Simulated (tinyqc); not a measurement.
# Electromigration in a confined line: Blech product, Korhonen stress evolution and Black's law, step by step

A worked calculation. Computed by tinyqc, a small Python program that keeps every step. Command: `OMP_NUM_THREADS=1 python tinyqc.py 3016114 3016115 out.jsonl emigr walk`. One thread of a shared host (Intel(R) Xeon(R) Processor @ 2.30GHz), about 0.01 s of CPU time with the checks. Intermediate numbers are printed to about 6 digits and carried at full precision; extremes and crossings named in words are read from the listed rows.

The electron wind pushes atoms from the cathode (x = 0) to the anode (x = L); blocking ends build a back stress (tension positive). The input rho is taken not to change with temperature. d sigma/dt = d/dx [kappa (d sigma/dx + G)], with zero flux at both ends and sigma = 0 at t = 0.

Inputs (values chosen for the exercise, close to those used for aluminium lines):
```
quantity                              value          unit
resistivity rho                        2.84  micro-ohm cm
atomic volume Omega                    16.6    angstrom^3
effective charge number Z*              6.1             -
prefactor D0                        5.8e-08         m^2/s
activation energy E                   0.722            eV
effective modulus B                      47           GPa
critical stress sigma_c                 400           MPa
current density j                      0.58       MA/cm^2
line length L                           180            um
test temperature T                      220             C
time as a fraction of L^2/kappa, s    0.077             -
use temperature T_u                     110             C
use current density j_u                0.91       MA/cm^2
current exponent n                        1             -
```

Start: stress-free.

Constants: e = 1.602176634e-19 C; k_B = 8.617333262e-05 eV/K; k_B = 1.380649e-23 J/K.

## Driving force and diffusivities

G = Z* e rho j/Omega; D = D0 exp(-E/(k_B T)); kappa = D B Omega/(k_B T); drift velocity of an unconfined line v = D Z* e rho j/(k_B T). SI: 1 micro-ohm cm = 1e-8 ohm m, 1 MA/cm^2 = 1e10 A/m^2. Temperatures in kelvin are T(C) + 273.15.

stress gradient G = 9.69792 MPa/um

diffusivity D = 2.42607e-15 m^2/s

kappa = 2.78001e-13 m^2/s

drift velocity = 206.504 nm/h

## Steady state and Blech product

At steady state sigma(x) = G (L/2 - x). A void forms only if the cathode stress reaches sigma_c, that is if j L exceeds (j L)_c = 2 Omega (sigma_c)/(Z* e rho). Time scale tau = L^2/kappa.

steady cathode stress = 872.813 MPa

j L = 10440 A/cm

critical product (j L)_c = 4784.53 A/cm

tau = 32.3740 h

j L is 2.18 times the critical product: the line can fail. Caution: a steady stress above sigma_c is formal, since a void forms first.

## Series terms at the cathode

sigma(x, t) = G L [1/2 - x/L - 4 sum_(m odd) cos(m pi x/L) exp(-m^2 pi^2 s)/(m pi)^2], s = t/tau, summed to m = 399. The terms at x = 0 are 4 exp(-m^2 pi^2 s)/(m pi)^2; tau = L^2/kappa.

terms for m = 1, 3, 5, 7: 0.189546  4.82061e-05  9.09210e-11  5.56287e-19

cathode stress at time s = 541.853 MPa

time t = 2.49280 h

Caution: the stress exceeds sigma_c: a void would already have formed and relaxed it, so the value is formal.

## Stress along the line

Steady state: G L (1/2 - x/L). Take x/L = 0, 0.1, 0.2, 0.3, 0.4, 0.6, 0.8 and 1.

Stress (MPa):
```
x/L  at time s  steady state
0.0    541.853       872.813
0.1    383.519       698.250
0.2    256.029       523.688
0.3    154.721       349.125
0.4     72.384       174.563
0.6    -72.384      -174.563
0.8   -256.029      -523.688
1.0   -541.853      -872.813
```

Caution: stresses above sigma_c are formal, since a void forms first.

## Finite line against the semi-infinite law

Semi-infinite line: sigma(0, t) = 2 G L sqrt(s/pi). One-term form: keep m = 1 alone.

Cathode stress (MPa):
```
s            t (h)  full series  semi-infinite  one term
0.002  6.47480e-02       88.089          88.09   179.165
0.005  1.61870e-01      139.281         139.28   199.402
0.01   3.23740e-01      196.973         196.97   231.827
0.02   6.47480e-01      278.561         278.56   292.068
0.05   1.61870e+00      439.974         440.44   440.900
0.1    3.23740e+00      609.120         622.88   609.131
0.2    6.47480e+00      774.536         880.89   774.536
0.4    1.29496e+01      859.161        1245.76   859.161
0.8    2.58992e+01      872.549        1761.78   872.549
```

Among these rows the semi-infinite law holds to 1 % up to s = 0.05 and the one-term form from s = 0.05 on: the far end is felt once sqrt(kappa t) is no longer small against L, and by then the terms with m > 1 have nearly died out. The critical stress 400 MPa is passed between s = 0.02 and 0.05. Caution: rows beyond sigma_c are formal, since a void ends the model there.

## Time to nucleate a void

Solve sigma(0, t) = sigma_c for s; the semi-infinite estimate is t = (pi/kappa) ((sigma_c)/(2 G))^2.

nucleation time = 1.33592 h

semi-infinite estimate = 1.33507 h

The two agree: the void nucleates before the far end is felt, so the time scales as 1/j^2 and not with L.

## Extrapolation by Black's law

Median life t50 = A j^(-n) exp(E/(k_B T)); acceleration factor = t50(use)/t50(test) = (j/j_u)^n exp[(E/k_B)(1/T_u - 1/T)].

current factor = 0.637363

temperature factor = 131.319

acceleration factor = 83.6981

At the use current j_u L exceeds the critical product.

Checks made by the program: series against a 200-cell finite-volume solution (on the scale of G L) (relative difference 1e-06).
